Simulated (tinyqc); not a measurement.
Capacitance measurement on a leaky thin oxide: effects of series resistance and leakage: one step of the calculation.

The device is a capacitance C in parallel with a leakage conductance G, in series with Rs and Ls. An impedance meter reports either a parallel pair (Cp, Gp) from Y = 1/Z = Gp + i w Cp or a series pair (Cs, Rm) from Z = Rm + 1/(i w Cs); w = 2 pi f, dissipation D = Gp/(w |Cp|).

Problem. True capacitance and conductance. EOT = 3.9 tox/eox; CET = EOT + zc + zp; C = 3.9 eps0 A/CET; G = Jg A/Vs.

Inputs (values chosen for the exercise); values of the order met in thin-oxide MOS capacitors:
- eox = 3.9 (relative permittivity of the gate insulator (close to silicon dioxide))
- tox = 1.5 nm (insulator thickness)
- A = 10000 um^2 (gate area)
- zc = 0.48 nm (oxide-equivalent thickness added by the accumulation layer)
- zp = 0 nm (oxide-equivalent thickness added by gate depletion)
- Jg = 0.049 A/cm^2 (gate leakage current density, not matched to the thickness)
- Vs = 0.37 V (voltage for an e-fold rise of the leakage)

Constants: eps0 = 8.8541878128e-14 F/cm where lengths are in cm. Results are converted to the units shown.

Wanted: EOT; CET; C; G.

Solution.

EOT = 1.500 nm
CET = 1.980 nm
C = 174.4 pF
G = 13.24 uS

Computed by the program tinyqc: `OMP_NUM_THREADS=1 python tinyqc.py 2022120 2022121 out.jsonl`, one thread of a shared Intel Xeon 2.30GHz, about 0.01 s for the whole run.
